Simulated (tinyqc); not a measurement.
Crystal pulling from the melt: segregation, interface stability, heat balance and point-defect regime: one step, computed by the program tinyqc.

A dilute solute; steady pulling with a flat interface unless it is found unstable.

Task: Boundary layer and effective coefficient. delta = 1.61 D^(1/3) nu^(1/6) omega^(-1/2), omega = 2 pi rpm/60; k_eff = k0/[k0 + (1 - k0) exp(-V delta/D)] (Burton, Prim and Slichter); the melt at the interface is enriched by k_eff/k0.

Inputs (values chosen for the exercise, modelled on gallium in silicon):
```
quantity,value,unit
equilibrium coefficient k0,0.0083,-
diffusivity in the melt D,0.00024,cm^2/s
kinematic viscosity nu,0.0034,cm^2/s
crystal rotation,12,rpm
pull rate V,1.5,mm/min
```

Give: boundary layer delta; V delta/D; k_eff; enrichment at the interface.

Result:

boundary layer delta = 346.10 micrometre

V delta/D = 0.36052

k_eff = 0.011860

enrichment at the interface = 1.4289

k_eff has moved 0.4 % of the way from k0 to 1. A 10 % ripple of V gives striations of 3.56 % in C_s, since d ln k_eff/d ln V = (1 - k_eff) V delta/D.
